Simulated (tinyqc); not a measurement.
From one set of inputs to another, one input at a time: estimate of lattice thermal conductivity from elastic moduli (Slack, Klemens and Cahill formulas). Computed by tinyqc, a small Python program. Command: `OMP_NUM_THREADS=1 python tinyqc.py 3022605 3022606 out.jsonl slack ladder`. One thread of a shared host (Intel(R) Xeon(R) Processor @ 2.30GHz), about 0.01 s of CPU time with the checks.

An isotropic solid.

The inputs printed are set A. Inputs not listed in the table keep their values of set A, so the rows need not describe a real material.

Inputs (values chosen for the exercise, for a model crystal):
```
quantity                     value        unit
bulk modulus B                  96         GPa
shear modulus G               55.9         GPa
volume per atom V             35.5  angstrom^3
mean atomic mass M            41.1           u
atoms per primitive cell n       5           -
temperature T                  700           K
disorder parameter Gamma    0.0049           -
grain size d                  7700          nm
```

Grueneisen parameter: from the Poisson ratio.

Constants: u = 1.6605390666e-27 kg; hbar = 1.054571817e-34 J s; k_B = 1.380649e-23 J/K; h = 6.62607015e-34 J s.

Method:
- rho = M/V; vL = sqrt((B + 4G/3)/rho), vT = sqrt(G/rho); v_m = [(vL^-3 + 2 vT^-3)/3]^(-1/3); Poisson ratio sigma = (3B - 2G)/(6B + 2G); Theta = hbar v_m (6 pi^2/V)^(1/3)/k_B.
- Empirical rule gamma = (3/2) (1 + sigma)/(2 - 3 sigma).
- Slack, an estimate for T near or above Theta_a: kappa = A M Theta_a^3 delta n^(1/3)/(gamma^2 T) in W/(m K), with M in u, delta = V^(1/3) in angstrom, Theta_a = Theta n^(-1/3) and A = 2.43e-6/(1 - 0.514/gamma + 0.228/gamma^2).
- High-temperature forms with the classical heat capacity. Klemens: kappa/kappa_0 = arctan(u)/u, u^2 = pi^2 Theta V Gamma kappa_0/(h v_m^2). Grains: 1/kappa_poly = 1/kappa + 1/(C v_m d/3), C = 3 k_B/(n V), the acoustic branches alone.

Each row keeps all changes above it:
```
input moved                       from     to  Debye temperature Theta (K)  Grueneisen parameter gamma  kappa with point defects (W/(m K))
set A                                -      -                        542.7                       1.530                                12.3
bulk modulus B (GPa)                96    334                        554.5                       2.889                                 3.7
mean atomic mass M (u)            41.1   62.4                        450.0                       2.889                                 3.0
volume per atom V (angstrom^3)    35.5   23.5                        420.1                       2.889                                 2.2
shear modulus G (GPa)             55.9    301                        943.6                       1.124                               109.5
disorder parameter Gamma        0.0049  0.014                        943.6                       1.124                                75.3
grain size d (nm)                 7700   2900                        943.6                       1.124                                75.3
temperature T (K)                  700    300                        943.6                       1.124                               123.9
```

Debye temperature Theta goes from 543 to 944, a factor 1.74 in all. The largest single move comes from shear modulus G (a factor 2.25), and mean atomic mass M works against it (a factor 0.812). Grueneisen parameter gamma goes from 1.53 to 1.12, a factor 0.735 in all. The largest single move comes from shear modulus G (a factor 0.389), and bulk modulus B works against it (a factor 1.89). Kappa with point defects goes from 12.3 to 124, a factor 10.0 in all. The largest single move comes from shear modulus G (a factor 50.9), and bulk modulus B works against it (a factor 0.299). The single moves hold for this order of the switches; the total does not depend on the order.

Caution (rows temperature T): T lies below Theta_a, where umklapp processes begin to freeze out and the Slack formula can fall short.

Extremes, crossings and ranges named in words are read from the listed rows.
